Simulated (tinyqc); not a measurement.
Three structures under pressure: Born-Mayer model of an ionic crystal AB. Computed by tinyqc, a small Python program. Command: `OMP_NUM_THREADS=1 python tinyqc.py 3017904 3017905 out.jsonl bornmayer walk`. One thread of a shared host (Intel(R) Xeon(R) Processor @ 2.30GHz), about 0.01 s of CPU time with the checks.

Energies are per ion pair and r is the nearest distance of unlike ions.

Inputs (values chosen for the exercise, for a model salt):
```
quantity                        value           unit
ionic charge z                      2              -
unlike repulsion lambda           530             eV
range rho                        0.35       angstrom
like repulsion lambda2           2400             eV
dispersion C between like ions     29  eV angstrom^6
```

Structure: rock salt. Short range: with like-ion terms.

Constants: e^2/(4 pi eps_0) = 14.39964548 eV angstrom; 1 eV/angstrom^3 = 160.2176634 GPa.

Method:
- Madelung constant M, unlike neighbours z1, like neighbours z2 at f r, volume per pair: rock salt 1.747565, 6, 12, sqrt2, 2 r^3; caesium chloride 1.762675, 8, 6, 2/sqrt3, 8 r^3/(3 sqrt3); zinc blende 1.638055, 4, 12, sqrt(8/3), 16 r^3/(3 sqrt3).
- U(r) = -M z^2 e^2/(4 pi eps_0 r) + z1 lambda exp(-r/rho) + z2 [lambda2 exp(-f r/rho) - C/(f r)^6] (one mean like-ion term for both sublattices).
- With the volume written as c r^3, under pressure take the root at the minimum of the enthalpy and solve U'(r) + 3 c r^2 P = 0; H = U + P V; B = (U'' - 2 U'/r)/(9 c r).

Enthalpy (eV per pair):
```
P (GPa)  rock salt  caesium chloride  zinc blende
0          -37.075           -34.062      -38.289
2          -36.745           -33.720      -37.931
5          -36.257           -33.215      -37.403
10         -35.460           -32.392      -36.543
20         -33.919           -30.806      -34.888
40         -31.008           -27.822      -31.783
70         -26.951           -23.685      -27.492
100        -23.165           -19.839      -23.513
```

volumes at zero pressure (angstrom^3): rock salt 26.581, caesium chloride 27.560, zinc blende 28.874

At zero pressure the order is zinc blende < rock salt < caesium chloride. Zinc blende stays lowest up to 100 GPa. The Madelung constants, the number of repulsive contacts and the volumes (26.6, 27.6, 28.9 angstrom^3 at P = 0) all matter. Caution: rigid ions with fixed charges leave out polarisation and covalency, so such models often misplace transition pressures.

Extremes, crossings and ranges named in words are read from the listed rows.
